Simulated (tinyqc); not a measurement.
Five-level k.p model folded onto the conduction band: one step. The matrix at one k. Two cases, with inputs chosen for the exercise.

Question. Fill in the matrix.

For k along z and one spin sector the level c couples to four states. With c0 = hbar^2/2m0, P = sqrt(Ep c0), P2 = sqrt(Ep2 c0): diagonal Eg + (1 + Cm) c0 k^2 for c, and 0, -Dso, E7 + D2, E7 for lh, so, G8 up, G7 up (their own dispersion is left out); couplings of c: sqrt(2/3) P k to lh, sqrt(1/3) P k to so, sqrt(2/3) P2 k to G8 up, sqrt(1/3) P2 k to G7 up (phases chosen real).

Constants: hbar^2/2m0 = 3.80998211 eV angstrom^2.

Give: H.

Case 1.

Values chosen (near those of InP; the results hold for these values, not for the real material): Eg = 1.436 eV (gap at Gamma to the s-like level); Dso = 0.105 eV (spin-orbit splitting); Ep = 20.6 eV (Kane energy); E7 = 4.82 eV (upper Gamma7 conduction level, from the valence top); D2 = 0.08 eV (its spin-orbit splitting, Gamma8 above Gamma7); Ep2 = 5.6 eV (Kane energy to the upper levels); Cm = -0.9 (remote term in 1/m); k = 0.092 1/angstrom (wave vector along z).

Answer.

H (eV), rows c, lh, so, G8 up, G7 up and columns alike:
```
[[1.43922, 0.66548, 0.47057, 0.34697, 0.24535],
 [0.66548, 0, 0, 0, 0],
 [0.47057, 0, -0.10500, 0, 0],
 [0.34697, 0, 0, 4.90000, 0],
 [0.24535, 0, 0, 0, 4.82000]]
```

Case 2.

Values chosen (near those of GaSb; the results hold for these values, not for the real material): Eg = 0.766 eV (gap at Gamma to the s-like level); Dso = 0.794 eV (spin-orbit splitting); Ep = 28.1 eV (Kane energy); E7 = 3.17 eV (upper Gamma7 conduction level, from the valence top); D2 = 0.34 eV (its spin-orbit splitting, Gamma8 above Gamma7); Ep2 = 4.4 eV (Kane energy to the upper levels); Cm = -4.4 (remote term in 1/m); k = 0.021 1/angstrom (wave vector along z).

Answer.

H (eV), rows c, lh, so, G8 up, G7 up and columns alike:
```
[[0.76029, 0.17741, 0.12545, 0.07020, 0.04964],
 [0.17741, 0, 0, 0, 0],
 [0.12545, 0, -0.79400, 0, 0],
 [0.07020, 0, 0, 3.51000, 0],
 [0.04964, 0, 0, 0, 3.17000]]
```

Computed by tinyqc, one run a case: `OMP_NUM_THREADS=1 python tinyqc.py N N+1 out.jsonl` with N = 1080012, 1080177; one thread of a shared Intel(R) Xeon(R) Processor @ 2.30GHz, about 0.01 s a run at most.
